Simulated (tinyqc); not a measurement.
# Nanowire ballistic transistor, top-of-the-barrier model: effects of single changes

At the top of the source barrier, states moving towards the drain are filled by the source (Fermi level 0) and states moving back by the drain (Fermi level -q Vd); nothing scatters. U is the shift of the band edge there, set by the capacitances CG, CD and CS (the total) and by the charge. Parabolic one-dimensional subband; the source is grounded.

Inputs (values chosen for the exercise); mass and valleys close to those of silicon (two valleys):
- T = 150 K (temperature)
- m = 0.188 m0 (effective mass)
- gv = 2 (valley degeneracy)
- eox = 22 (relative permittivity of the gate insulator)
- tox = 1.7 nm (insulator thickness)
- d = 5 nm (wire diameter)
- aG = 0.78 (gate control CG/CS)
- aD = 0.012 (drain control CD/CS)
- E0 = 0.34 eV (band edge at the barrier top above the source Fermi level at zero bias)
- Vd = 0.1 V (drain voltage)

Constants: q = 1.602176634e-19 C, kB = 1.380649e-23 J/K, hbar = 1.054571817e-34 J s, h = 6.62607015e-34 J s, m0 = 9.1093837015e-31 kg, Vt = kB T/q, eps0 = 8.8541878128e-14 F/cm where lengths are in cm. Results are converted to the units shown.

Each table varies one quantity; the others keep the values above.

## Transfer curve

N0 = gv sqrt(2 m kB T/pi)/hbar, CG = 2 pi eps0 eox/ln(1 + 2 tox/d), CS = CG/aG, n0 = n at U = 0 and Vd = 0. eta1 = -(E0 + U)/Vt, eta2 = eta1 - Vd/Vt, n = (N0/2)[F_(-1/2)(eta1) + F_(-1/2)(eta2)], F_(-1/2)(x) = (1/sqrt(pi)) int_0^infinity u^(-1/2)/(1 + exp(u - x)) du. U = UL + q (n - n0)/CS with UL = -(aG Vg + aD Vd), energies in eV. I = gv (2 q^2/h) Vt [ln(1 + exp eta1) - ln(1 + exp eta2)]. CQ = (q/Vt) dn/d(eta1).

Transfer curve:
```
Vg (V)    eta1  n (cm^-1)     I (uA)  mean velocity I/(q n) (cm/s)      CQ/CS
0       -26.21   5.899e-6  8.286e-12                       8.766e6  2.418e-12
0.08    -21.38   7.368e-4   1.035e-9                       8.766e6  3.019e-10
0.15    -17.16    0.05033   7.069e-8                       8.766e6   2.063e-8
0.23    -12.33      6.286   8.829e-6                       8.766e6   2.576e-6
0.3     -8.108      429.2   6.029e-4                       8.767e6   1.759e-4
0.38    -3.301    5.119e4    0.07243                       8.832e6    0.02045
0.45    0.4774    1.138e6      1.922                       1.054e7     0.2488
0.53     4.404    3.336e6      8.776                       1.642e7     0.1894
0.6      7.801    5.355e6      14.17                       1.652e7     0.3473
```

What does the comparison show?

The current rises from 8.29e-12 to 14.2 uA. Between the first two rows the swing is 38.2 mV a decade, against Vt ln 10/aG = 38.2. CQ/CS goes from 2.4e-12 to 0.35, so a volt on the gate moves the band edge by 0.78 eV in the first row and 0.58 eV in the last: the device stays near the quantum-capacitance limit. The mean velocity rises from 8.77e6 to 1.65e7 cm/s.

## Effect of the drain control CD/CS

Same model as above.

CQ = (q/Vt) dn/d(eta1). E0 is held fixed.

In this table Vg = 0.4 V, Vd = 0.4 V.

Results:
```
aD       eta1  n (cm^-1)  I (uA)  mean velocity I/(q n) (cm/s)    CQ/CS
0      -2.225    1.432e5  0.2056                       8.961e6  0.05460
0.02   -1.647    2.422e5  0.3530                       9.096e6  0.08778
0.04   -1.088    3.900e5  0.5815                       9.306e6   0.1307
0.06  -0.5519    5.916e5  0.9110                       9.610e6   0.1777
0.1    0.4653    1.130e6   1.908                       1.054e7   0.2479
0.12   0.9584    1.437e6   2.570                       1.116e7   0.2600
0.14    1.450    1.748e6   3.326                       1.187e7   0.2577
```

Estimate the missing row, aD = 0.08.

Computed row:
```
aD        eta1  n (cm^-1)  I (uA)  mean velocity I/(q n) (cm/s)   CQ/CS
0.08  -0.03585    8.426e5   1.353                       1.002e7  0.2194
```

With this row back in the table: As aD goes from 0 to 0.14, n rises from 1.43e5 to 1.75e6 cm^-1, the mean velocity rises from 8.96e6 to 1.19e7 cm/s and the current rises from 0.206 to 3.33 uA. CQ/CS goes from 0.055 to 0.26.

Computed by the program tinyqc: `OMP_NUM_THREADS=1 python tinyqc.py 2400008 2400009 out.jsonl`, one thread of a shared Intel Xeon 2.30GHz, about 0.03 s for the whole run.
